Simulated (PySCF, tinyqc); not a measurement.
G0W0 on RHF in the sto-6g basis, for H4, spin multiplicity 1, step by step. The lowest restricted solution is unstable here: a spin-polarised one lies 0.1368 hartree lower (PySCF). One step of it, computed by the program tinyqc.

Problem. G0W0 on Hartree-Fock: HOMO. W(p,q,m) = sqrt2 sum_ia (pq|ia) (X+Y)_ia,m; Sigma_c(x) = sum_(i,m) W^2/(x - e_i + w_m) + sum_(a,m) W^2/(x - e_a - w_m); solve x = e_p + Sigma_c(x) by Newton steps; Z = 1/(1 - dSigma/dx); 1 hartree = 27.211386 eV.

orbital energies (hartree): MO1 -0.553118, MO2 -0.220460, MO3 0.161997, MO4 0.522186

Two-electron integrals over orbitals (pq|rs), unique and non-zero (hartree):
```
(11|11) 0.469312   (21|21) 0.137649   (22|11) 0.461603   (22|22) 0.470062
(31|31) 0.133189   (32|32) 0.089249   (33|11) 0.460758   (33|22) 0.457132
(33|33) 0.469056   (41|32) 0.087074   (41|41) 0.084988   (42|31) 0.135854
(42|42) 0.148753   (43|21) 0.139939   (43|43) 0.153354   (44|11) 0.464267
(44|22) 0.473218   (44|33) 0.473241   (44|44) 0.489830
```

excitation energies w (hartree): [0.493735, 0.737336, 1.158496, 1.249345]

X + Y, order 1>3, 1>4, 2>3, 2>4:
$$\begin{pmatrix}
0.000000 & 0.739118 & 0.519214 & 0.000000 \\
-0.254063 & 0.000000 & 0.000000 & 0.913885 \\
0.866985 & 0.000000 & 0.000000 & 0.095252 \\
0.000000 & -0.663230 & 0.600900 & 0.000000
\end{pmatrix}$$

Give: The 12 largest terms at x = e_p; Newton steps; quasiparticle energy of the HOMO; Hartree-Fock value.

Solution.

The 12 largest terms at x = e_p (hartree; W for the signs of X + Y given):
```
q  m         W       term
4  3     0.226     -0.027
3  4     0.125     -0.010
3  1     0.078     -0.007
4  2  2.48e-03  -4.16e-06
```

Newton steps (hartree):
```
step       x  Sigma_c(x)      Z
0     -0.220      -0.043  0.973
1     -0.263      -0.042  0.974
2     -0.263      -0.042  0.974
```

quasiparticle energy of the HOMO = -7.148 eV

Hartree-Fock value = -5.999 eV
